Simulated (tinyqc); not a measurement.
Hall effect and magnetoresistance of several carrier groups with constant relaxation times: one step, computed by the program tinyqc. Command: `OMP_NUM_THREADS=1 python tinyqc.py 3029709 3029710 out.jsonl hall2 walk`. One thread of a shared host (Intel(R) Xeon(R) Processor @ 2.30GHz), about 0.01 s of CPU time with the checks.

Group 1 has charge +e and group 2 charge +e; s_i is that sign. B lies along z; mu B is formed with mu in m^2/(V s).

Problem. Resistivity, Hall coefficient and magnetoresistance. rho_xx = sigma_xx/(sigma_xx^2 + sigma_xy^2); Hall coefficient R_H = sigma_xy/(B (sigma_xx^2 + sigma_xy^2)), with B in V s/cm^2 (1 T = 1e-4 V s/cm^2); magnetoresistance MR = rho_xx(B)/rho_xx(0) - 1. Apparent density 1/(e |R_H|); Hall mobility |R_H|/rho_xx.

Inputs (values chosen for the exercise, for a model conductor): magnetic field B = 4.6 T.

Carriers: light and heavy holes. Densities: per area (a thin layer).

sigma_xx = 8.663498e-04 S

sigma_xy = 3.523774e-04 S

sigma at B = 0 = 0.001033404 S

Constants: e = 1.602176634e-19 C.

Give: rho_xx; Hall coefficient R_H; magnetoresistance MR; apparent density; Hall mobility.

Solution.

rho_xx = 990.4 ohm

Hall coefficient R_H = 8.757e+05 cm^2/C

magnetoresistance MR = 2.350 %

apparent density = 7.127e+12 1/cm^2

Hall mobility = 884.2 cm^2/(V s)
